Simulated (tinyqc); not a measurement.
# Worked calculation: metal-interlayer-semiconductor contact, depinning against tunnelling resistance

Numbers from tinyqc (`OMP_NUM_THREADS=1 python tinyqc.py 2270124 2270125 out.jsonl`; about 0.03 s on one thread of a shared Intel Xeon 2.30GHz). Printed values are rounded.

Zero bias, n-type semiconductor. Gap states at the semiconductor surface thin out as exp(-be ti), which unpins the barrier; electrons must then cross the interlayer (a rectangular barrier, no voltage drop across it) and the parabolic depleted layer, both by WKB. Energies E are counted from the Fermi level; no image force, parabolic bands.

Values chosen for this exercise; semiconductor values close to those of In0.53Ga0.47As; interlayer mass of the order of that in strontium titanate, offset chosen freely:
- T = 300 K (temperature)
- Eg = 0.719 eV (band gap)
- eps_r = 14.4 (relative permittivity)
- chi = 4.45 eV (electron affinity)
- Nc = 2.1e17 cm^-3 (conduction-band density of states at T)
- mt = 0.0394 m0 (tunnelling mass in the semiconductor)
- mA = 0.0412 m0 (Richardson mass)
- Nd = 8e18 cm^-3 (donor density)
- E0 = 0.5 eV (charge-neutrality level above the valence band)
- S0 = 0.15 (pinning factor without interlayer)
- phiM = 4.55 eV (metal work function)
- ti = 1.2 nm (interlayer thickness)
- dE = 0.22 eV (conduction-band offset of the interlayer above the semiconductor)
- mi = 0.58 m0 (tunnelling mass in the interlayer)
- be = 3.7 1/nm (decay constant of gap states through the interlayer)

Constants: q = 1.602176634e-19 C, kB = 1.380649e-23 J/K, eps0 = 8.8541878128e-12 F/m, hbar = 1.054571817e-34 J s, h = 6.62607015e-34 J s, m0 = 9.1093837015e-31 kg, Vt = kB T/q, hbar^2/(2 m0) = 0.0380998212 eV nm^2. Results are converted to the units shown.

Range of the model: The Fermi level lies over 0.25 eV inside the band, where non-parabolicity lowers it and raises the mass.

## Pinning, barrier and scales

S = 1/(1 + (1/S0 - 1) exp(-be ti)); phiB = S (phiM - chi) + (1 - S)(Eg - E0); xi = Ec - EF deep inside, from Nd = Nc F(-xi/Vt), F(x) = (2/sqrt(pi)) int_0^infinity sqrt(u) du/(1 + exp(u - x)); band bending U = phiB - xi; E00 = (hbar/2) sqrt(Nd/(eps0 eps_r mt m0)) in volts; A = 4 pi q mA m0 kB^2/h^3.

S = 0.937344
phiB = 0.107456 eV
xi = -0.352294 eV
U = 0.459750 eV
E00 = 0.0697177 eV
A = 4.95114 A/(cm^2 K^2)

The interlayer moves the barrier from 0.201 eV to 0.107 eV; the unpinned limit is phiM - chi = 0.100 eV. E00/Vt = 2.70: by the usual rule of thumb (0.5 to 5) thermionic-field emission.

## Exponents and integrand on an energy grid

E, point 0 to 12 (eV): -0.35  -0.30333  -0.25667  -0.21  -0.16333  -0.11667  -0.07  -0.02333  0.02333  0.07  0.11667  0.16333  0.21

With U = phiB - xi: for xi < E < phiB, y = (E - xi)/U and G1 = (U/E00) [sqrt(1 - y) - y ln((1 + sqrt(1 - y))/sqrt(y))], G1 = 0 above phiB; G2 = 2 ti sqrt(mi max(phiB + dE - E, 0)/C), C = hbar^2/(2 m0); f = 1/(1 + exp(E/Vt)); integrand exp(-G1 - G2) f.

```
point       G1       G2           f  integrand (1e-3)
0      6.46800  7.70734    0.999999           0.00070
1      4.97964  7.43712    0.999992           0.00405
2      3.91876  7.15677    0.999951           0.01549
3      3.04842  6.86492    0.999703           0.04950
4      2.31229  6.56009    0.998199           0.13996
5      1.68494  6.24046    0.989153           0.35752
6      1.15295  5.90348    0.937481           0.80796
7      0.71051  5.54606    0.711452           1.36443
8      0.35781  5.16405    0.288548           1.15373
9      0.10396  4.75133   0.0625193           0.48684
10     0.00000  4.29917   0.0108466           0.14729
11     0.00000  3.79361  0.00180050           0.04054
12     0.00000  3.20923  2.96501e-4           0.01197
```

## Contact resistivity

1/rho_c = (A T^2/Vt^2) I, with I the trapezoid sum of the integrand over the grid.

I = 2.13436e-4 eV
rho_c = 7.0270e-6 ohm cm^2

A fine grid from xi upwards gives rho_c = 7.004e-6 ohm cm^2; the coarse value is 0.33 % above it. The integrand peaks at E = -0.0090 eV, and 3.3 % of the current flows above phiB. Tunnelling through the interlayer costs a factor of 278 at this barrier height; the bare contact (ti = 0) has rho_c = 5.83e-8 ohm cm^2, so with the interlayer rho_c is 120 times that.
